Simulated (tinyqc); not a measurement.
Stretching all distances: RHF, UHF, MP2, CISD and CCSD against full CI in the sto-3g basis, for H6, spin multiplicity 1. Computed by the program tinyqc with PySCF. All coordinates are multiplied by the scale. c0^2 is the weight of the RHF determinant in the lowest singlet FCI state (UHF is spin-contaminated and may lie near states of higher spin) and n(LUMO) the first natural occupation beyond the occupied space.

Geometry (angstrom):
```
atom       x       y       z
H     0.0000  0.0000  0.0000
H     0.0000  0.0000  0.7550
H     0.0000  0.0000  1.7510
H     0.0000  0.0000  2.5060
H     0.0000  0.0000  3.5020
H     0.0000  0.0000  4.2570
```

Full CI energy (hartree) and errors against it (kcal/mol):
```
scale  distance 1-2 (angstrom)    E(FCI)      RHF     UHF      MP2    CISD   CCSD  <S^2> UHF   c0^2  n(LUMO)
0.890                    0.672  -3.22395   33.054  33.054    9.661   0.510  0.064      0.000  0.973    0.033
1.090                    0.823  -3.32186   44.509  44.509   15.115   1.233  0.106      0.000  0.953    0.052
1.300                    0.982  -3.28503   60.935  60.935   23.370   2.920  0.190      0.000  0.920    0.081
1.500                    1.133  -3.20246   82.165  81.337   34.445   6.228  0.314      0.240  0.871    0.122
1.700                    1.284  -3.10981  109.847  87.713   49.226  12.334  0.460      1.140  0.801    0.179
1.900                    1.435  -3.02451  144.238  77.633   67.647  22.386  0.577      1.814  0.711    0.253
2.100                    1.585  -2.95457  184.558  60.407   88.696  36.987  0.590      2.274  0.609    0.342
2.310                    1.744  -2.89976  231.284  42.225  111.475  56.791  0.428      2.577  0.502    0.443
```

What does the comparison show, and why?

UHF parts from RHF first at scale 1.5 of those listed, where <S^2> leaves zero. The weight c0^2 goes from 0.97 to 0.50 and n(LUMO) from 0.03 to 0.44: static correlation grows as the bonds break into open-shell fragments. The spread of the error along the curve, which distorts its shape, is CCSD 0.5, UHF 54.7, CISD 56.3, MP2 101.8, RHF 198.2 kcal/mol. The table stops here: at scale 2.51 and beyond, the reference weight falls under 0.45 or RHF, UHF or CCSD hop between solutions, so those rows were left out and the spreads given cover only the rows shown. As computed, partly on other solutions, the errors there reach in size RHF 277, UHF 28, MP2 131, CISD 79, CCSD 0 kcal/mol.
